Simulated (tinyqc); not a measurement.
# Inputs raised by 2 %, one at a time

Model: stress in a transistor channel from embedded alloy regions, liners and fins, by half-space elasticity. Computed by tinyqc, a small Python program. Command: `OMP_NUM_THREADS=1 python tinyqc.py 3009393 3009394 out.jsonl stressor sens`. One thread of a shared host (Intel(R) Xeon(R) Processor @ 2.30GHz), about 0.05 s of CPU time with the checks.

Plane strain in an isotropic half-space, the same constants everywhere; x along the channel from its centre, y downwards from the free surface; stress is positive in tension.

Inputs (values chosen for the exercise, modelled on silicon):

| quantity | value | unit |
|---|---|---|
| alloy fraction x | 0.4 | - |
| lattice change per unit x, beta | 0.0419 | - |
| Young's modulus E | 171 | GPa |
| Poisson ratio nu | 0.22 | - |
| channel length L | 82 | nm |
| length of each stressor S | 190 | nm |
| recess depth d | 35 | nm |
| depth of the field point y | 3.3 | nm |
| liner stress | -2.2 | GPa |
| liner thickness t | 60 | nm |
| length of a cut fin or stripe | 680 | nm |
| height of the strained layer h | 14 | nm |
| longitudinal piezoresistance coefficient | 73 | 1e-11/Pa |
| vertical piezoresistance coefficient | -0.94 | 1e-11/Pa |

Stressor: Si(1-x)Ge(x) source and drain.

Method:
- Misfit e = beta x. A fully constrained inclusion holds the stress -p with p = E e/(1 - 2 nu); a blanket film would hold -E e/(1 - nu) in the plane.
- A line element dA of misfit at (a, c) in the half-space gives, with C = E e/(2 pi (1 - nu)), X = x - a, r1^2 = X^2 + (y - c)^2, r2^2 = X^2 + Y^2, Y = y + c: s_xx = -C dA {[X^2 - (y - c)^2]/r1^4 + 3 [X^2 - Y^2]/r2^4 + 4 y Y (Y^2 - 3 X^2)/r2^6}, s_yy = C dA {[X^2 - (y - c)^2]/r1^4 - [X^2 - Y^2]/r2^4 + 4 y Y (Y^2 - 3 X^2)/r2^6}. These are integrated over two rectangles, L/2 < |a| < L/2 + S, 0 < c < d (closed form in a, 200 Gauss-Legendre points in c).
- The liner over source and drain ends at the gate, x = -/+ L/2, and pulls there with the force per width F = (liner stress) t along the surface. A tangential line force gives s_xx = (2 F/pi) X^3/(X^2 + y^2)^2 at the distance X; two of them add at the centre, X = L/2. For L > 3.5 y the concentrated force is an upper bound.
- d mu/mu = -(pi_L s_xx + pi_z s_yy) for the embedded regions alone; the stress across the width is left out.
- Shear-lag estimate for a stripe of length l and height h on a like substrate: the stress along it is s(x)/s_film = 1 - cosh(x/lam)/cosh(l/(2 lam)), lam = (pi/2) g h with g = 1.258; mean = 1 - (2 lam/l) tanh(l/(2 lam)).

Runs:

| input moved | from | to | s_xx (MPa) | mobility change (%) | s_xx from the liner (MPa) | share kept on average |
|---|---|---|---|---|---|---|
| base run | - | - | -2430.0 | 177.38 | -4046.6 | 0.91863 |
| alloy fraction x | 0.4 | 0.408 | -2478.6 | 180.93 | -4046.6 | 0.91863 |
| Young's modulus E (GPa) | 171 | 174.42 | -2478.6 | 180.93 | -4046.6 | 0.91863 |
| Poisson ratio nu | 0.22 | 0.2244 | -2443.8 | 178.39 | -4046.6 | 0.91863 |
| channel length L (nm) | 82 | 83.64 | -2393.7 | 174.74 | -3969.2 | 0.91863 |
| length of each stressor S (nm) | 190 | 193.8 | -2441.1 | 178.20 | -4046.6 | 0.91863 |
| liner thickness t (nm) | 60 | 61.2 | -2430.0 | 177.38 | -4127.5 | 0.91863 |
| length of a cut fin or stripe (nm) | 680 | 693.6 | -2430.0 | 177.38 | -4046.6 | 0.92023 |

Exponents ln(y'/y) / ln(x'/x):

| input | s_xx | mobility change | s_xx from the liner | share kept on average |
|---|---|---|---|---|
| alloy fraction x | 1.000 | 1.000 | 0.000 | 0.000 |
| Young's modulus E | 1.000 | 1.000 | 0.000 | 0.000 |
| Poisson ratio nu | 0.286 | 0.286 | 0.000 | 0.000 |
| channel length L | -0.759 | -0.759 | -0.975 | 0.000 |
| length of each stressor S | 0.231 | 0.231 | 0.000 | 0.000 |
| liner thickness t | 0.000 | 0.000 | 1.000 | 0.000 |
| length of a cut fin or stripe | 0.000 | 0.000 | 0.000 | 0.088 |

Among the inputs moved here: s_xx answers most in size to alloy fraction x (exponent +1.000), and about equally to Young's modulus E (+1.000); its exponent is below 0.0005 for liner thickness t, length of a cut fin or stripe. Its exponent +1.000 in alloy fraction x: linear elasticity. Mobility change answers most in size to alloy fraction x (exponent +1.000), and about equally to Young's modulus E (+1.000); its exponent is below 0.0005 for liner thickness t, length of a cut fin or stripe. s_xx from the liner answers most in size to liner thickness t (exponent +1.000), next to channel length L (-0.975); its exponent is below 0.0005 for alloy fraction x, Young's modulus E, Poisson ratio nu, length of each stressor S, length of a cut fin or stripe. Its exponent -0.975 in channel length L: the field of a line force. Its exponent +1.000 in liner thickness t: force is stress times thickness. Share kept on average answers most in size to length of a cut fin or stripe (exponent +0.088); its exponent is below 0.0005 for alloy fraction x, Young's modulus E, Poisson ratio nu, channel length L, length of each stressor S, liner thickness t.

Caution (all rows): the real force is spread over several liner thicknesses, so for a channel this short the concentrated force clearly overstates the stress. Caution (all rows): beyond a few hundred MPa bulk piezoresistance coefficients no longer describe an inversion layer well.
